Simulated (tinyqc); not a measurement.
Eight-band Kane k.p model: one step. Levels and orbital character. The numbers come from values chosen for the exercise (near those of Ge).

H(k) (eV), lower triangle (Hermitian):
```
            S+                   X+         Y+          Z+          S-
S+    0.896712
X+  -0.230670i            -0.110770
Y+  -0.260757i  -0.010815+0.096000i  -0.108623
Z+           0                    0          0   -0.118496
S-           0                    0          0           0    0.896712
X-           0                    0          0   -0.096000  -0.230670i
Y-           0                    0          0  -0.096000i  -0.260757i
Z-           0             0.096000  0.096000i           0           0

                     X-         Y-         Z-
X-            -0.110770
Y-  -0.010815-0.096000i  -0.108623
Z-                    0          0  -0.118496
```

Task: Diagonalise H; the levels come in pairs. The weights are summed over spin and averaged over each pair.

Give: levels, each twofold; weights.

Result:

levels, each twofold (eV): -0.3473  -0.0877  -0.0120  1.0058

weights:
```
   pair 1  pair 2  pair 3  pair 4
S   0.039   0.051   0.000   0.910
X   0.347   0.295   0.318   0.039
Y   0.371   0.313   0.265   0.051
Z   0.242   0.341   0.416   0.001
```

The conduction pair has 9.0 % valence character at this k; the valence pair with most S character is pair 2 (5.1 %).

(tinyqc, `OMP_NUM_THREADS=1 python tinyqc.py 1080631 1080632 out.jsonl`, Intel(R) Xeon(R) Processor @ 2.30GHz, 1 thread, shared host, about 0.01 s.)
